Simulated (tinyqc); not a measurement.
Haynes-Shockley experiment: drift, diffusion and decay of a minority-carrier pulse: one step, computed by the program tinyqc. Command: `OMP_NUM_THREADS=1 python tinyqc.py 3110536 3110537 out.jsonl haynes walk`. One thread of a shared host (Intel(R) Xeon(R) Processor @ 2.30GHz), about 0.01 s of CPU time with the checks.

A thin sheet of excess carriers is made at x = 0, t = 0 in a long uniform bar; injection is low, so the pulse moves with the minority mobility.

Question. Transport coefficients. D = mu k_B T/e, v = mu F. Transit time d/v, diffusion length sqrt(D tau), drift length v tau, Peclet number v d/D = e F d/(k_B T).

Inputs (values chosen for the exercise, modelled on holes in n-type germanium in a lightly doped bar):
```
quantity                     value         unit
minority mobility mu          1870   cm^2/(V s)
lifetime tau                   150  microsecond
temperature T                  250            K
field F                         15         V/cm
distance d to the collector    0.2           cm
```

Constants: k_B = 8.617333262e-05 eV/K.

Give: D; drift velocity v; transit time d/v; diffusion length; drift length v tau; Peclet number.

Answer.

D = 40.29 cm^2/s

drift velocity v = 28050 cm/s

transit time d/v = 7.130 microsecond

diffusion length = 777.4 micrometre

drift length v tau = 4.2075 cm

Peclet number = 139.3

The pulse must travel 0.0475 drift lengths.
